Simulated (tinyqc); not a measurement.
From results back to parameters: direct gap of a germanium-like layer under biaxial tension. Five cases, with inputs chosen for the exercise.

Problem. A (001) layer under biaxial tension e_par has ezz = -2 (C12/C11) e_par, Ec = Eg + ac tr(e), E(HH) = -P - Q and E(LH) = -P + (Q - Dso + sqrt(Dso^2 + 2 Dso Q + 9 Q^2))/2 with P = -av tr(e), Q = -b (e_par - ezz). The transition from the light-hole edge is given.

Case 1.

Values chosen (near those of Ge, gaps at low temperature; shifted at random, so the results belong to these values and not to a real crystal): Eg = 0.888 eV (gap at Gamma to the s-like level); Dso = 0.294 eV (spin-orbit splitting); ac = -8.18 eV (conduction deformation potential); av = 1.22 eV (valence hydrostatic potential); b = -2.59 eV (tetragonal shear potential); C11 = 129.4 GPa; C12 = 47.9 GPa.

Ec - E(LH) = 0.668253 eV

Case 2.

Values chosen (near those of Ge, gaps at low temperature; shifted at random, so the results belong to these values and not to a real crystal): Eg = 0.911 eV (gap at Gamma to the s-like level); Dso = 0.292 eV (spin-orbit splitting); ac = -8.12 eV (conduction deformation potential); av = 1.26 eV (valence hydrostatic potential); b = -2.51 eV (tetragonal shear potential); C11 = 129 GPa; C12 = 47.8 GPa.

Ec - E(LH) = 0.523764 eV

Case 3.

Values chosen (near those of Ge, gaps at low temperature; shifted at random, so the results belong to these values and not to a real crystal): Eg = 0.909 eV (gap at Gamma to the s-like level); Dso = 0.287 eV (spin-orbit splitting); ac = -8.25 eV (conduction deformation potential); av = 1.23 eV (valence hydrostatic potential); b = -2.58 eV (tetragonal shear potential); C11 = 127.1 GPa; C12 = 47.5 GPa.

Ec - E(LH) = 0.818541 eV

Case 4.

Values chosen (near those of Ge, gaps at low temperature; shifted at random, so the results belong to these values and not to a real crystal): Eg = 0.896 eV (gap at Gamma to the s-like level); Dso = 0.295 eV (spin-orbit splitting); ac = -8.33 eV (conduction deformation potential); av = 1.26 eV (valence hydrostatic potential); b = -2.56 eV (tetragonal shear potential); C11 = 128 GPa; C12 = 48.3 GPa.

Ec - E(LH) = 0.778610 eV

Case 5.

Values chosen (near those of Ge, gaps at low temperature; shifted at random, so the results belong to these values and not to a real crystal): Eg = 0.902 eV (gap at Gamma to the s-like level); Dso = 0.286 eV (spin-orbit splitting); ac = -8.35 eV (conduction deformation potential); av = 1.26 eV (valence hydrostatic potential); b = -2.55 eV (tetragonal shear potential); C11 = 129 GPa; C12 = 48.1 GPa.

Ec - E(LH) = 0.729081 eV

Find: e_par; Ec - E(HH).

Solution. Ec - E(LH) falls steadily with tension, so bisection between 0 and 4 % gives the only root; then Ec - E(HH) = Eg + (ac - av) tr(e) + Q.

Case 1.

e_par = 1.240 %
Ec - E(HH) = 0.7971 eV

Case 2.

e_par = 2.140 %
Ec - E(HH) = 0.7518 eV

Case 3.

e_par = 0.530 %
Ec - E(HH) = 0.8700 eV

Case 4.

e_par = 0.680 %
Ec - E(HH) = 0.8453 eV

Case 5.

e_par = 0.980 %
Ec - E(HH) = 0.8275 eV

Computed by tinyqc, one run a case: `OMP_NUM_THREADS=1 python tinyqc.py N N+1 out.jsonl` with N = 1081310, 1081356, 1081365, 1081376, 1081411; one thread of a shared Intel(R) Xeon(R) Processor @ 2.30GHz, about 0.01 s a run at most.
